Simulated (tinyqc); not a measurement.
Stretching all distances: RHF, UHF, MP2, CISD and CCSD against full CI in the sto-3g basis, for H2, spin multiplicity 1. Computed by the program tinyqc with PySCF. All coordinates are multiplied by the scale. c0^2 is the weight of the RHF determinant in the lowest singlet FCI state (UHF is spin-contaminated and may lie near states of higher spin) and n(LUMO) the first natural occupation beyond the occupied space.

Geometry (angstrom):

| atom | x | y | z |
|---|---|---|---|
| H | 0.0000 | 0.0000 | 0.0000 |
| H | 0.0000 | 0.0000 | 0.6760 |

Full CI energy (hartree) and errors against it (kcal/mol):

| scale | distance 1-2 (angstrom) | E(FCI) | RHF | UHF | MP2 | CISD | CCSD | <S^2> UHF | c0^2 | n(LUMO) |
|---|---|---|---|---|---|---|---|---|---|---|
| 0.9500 | 0.6422 | -1.128322 | 10.4314 | 10.4314 | 3.5159 | 0.0000 | 0.0000 | 0.0000 | 0.9911 | 0.0177 |
| 1.1500 | 0.7774 | -1.135896 | 13.9413 | 13.9413 | 5.1337 | 0.0000 | 0.0000 | 0.0000 | 0.9855 | 0.0289 |
| 1.3500 | 0.9126 | -1.118351 | 18.4431 | 18.4431 | 7.3142 | 0.0000 | 0.0000 | 0.0000 | 0.9769 | 0.0461 |
| 1.7500 | 1.1830 | -1.060526 | 31.3792 | 31.0513 | 13.9447 | 0.0000 | 0.0000 | 0.0960 | 0.9457 | 0.1086 |
| 1.9500 | 1.3182 | -1.031440 | 40.2456 | 31.7999 | 18.6286 | 0.0000 | 0.0000 | 0.4307 | 0.9201 | 0.1598 |
| 2.1500 | 1.4534 | -1.005899 | 50.7797 | 27.3935 | 24.1868 | 0.0000 | 0.0000 | 0.6419 | 0.8868 | 0.2264 |

Estimate the missing row, scale = 1.55.

Computed row:
```
scale   distance 1-2 (angstrom)     E(FCI)      RHF      UHF      MP2    CISD    CCSD  <S^2> UHF    c0^2  n(LUMO)
1.5500                   1.0478  -1.090827  24.1707  24.1707  10.2008  0.0000  0.0000     0.0000  0.9642   0.0716
```

UHF parts from RHF first at scale 1.75 of those listed, where <S^2> leaves zero. The weight c0^2 goes from 0.99 to 0.89 and n(LUMO) from 0.02 to 0.23: static correlation grows as the bonds break into open-shell fragments. The spread of the error along the curve, which distorts its shape, is CISD 0.0, CCSD 0.0, MP2 20.7, UHF 21.4, RHF 40.3 kcal/mol. With two electrons CISD and CCSD are exact.
